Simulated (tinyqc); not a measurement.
Raising U: Hubbard chain of 6 sites, mean field against exact. Computed by the program tinyqc. 

one-body matrix (hopping and site energies) (eV):
```
,1,2,3,4,5,6
1,0.0000,-0.6400,0.0000,0.0000,0.0000,0.0000
2,-0.6400,0.0000,-0.6400,0.0000,0.0000,0.0000
3,0.0000,-0.6400,0.0000,-0.6400,0.0000,0.0000
4,0.0000,0.0000,-0.6400,0.0000,-0.6400,0.0000
5,0.0000,0.0000,0.0000,-0.6400,0.0000,-0.6400
6,0.0000,0.0000,0.0000,0.0000,-0.6400,0.0000
```

electrons, up and down: 3  3

Collinear unrestricted mean field (the lowest of 40 random starts) against exact diagonalisation.

Exact and mean-field results (eV):
```
U,U/t,E exact,E mean field,mean |n_up - n_down|,"double occupancy, exact",first gap in the sector
0.320,0.500,-4.01486,-3.99227,0.000,0.226,0.507
0.640,1.000,-3.60249,-3.51227,0.000,0.203,0.454
1.280,2.000,-2.90964,-2.59010,0.404,0.158,0.370
1.920,3.000,-2.37828,-1.93992,0.673,0.120,0.306
2.560,4.000,-1.97924,-1.51836,0.803,0.090,0.257
3.840,6.000,-1.45070,-1.04268,0.909,0.052,0.189
5.120,8.000,-1.13158,-0.78993,0.948,0.033,0.148
7.680,12.000,-0.77785,-0.53036,0.977,0.016,0.102
12.800,20.000,-0.47455,-0.31936,0.992,0.006,0.062
```

In absolute terms mean field is worst at U/t = 4.0, 0.461 eV too high: at small U it is nearly exact, and at large U it misses only exchange-scale energies. Its local moments set in at U/t = 2.0 of those listed, a broken symmetry that the exact state of a finite cluster with equal spins does not have. Relative to the exact energy its error is 0.6 % at the smallest U, 33 % at most and 33 % at the largest. The double occupancy falls from 0.226 to 0.006; at the largest U the first gap is 0.49 times the exchange scale 4t^2/U.
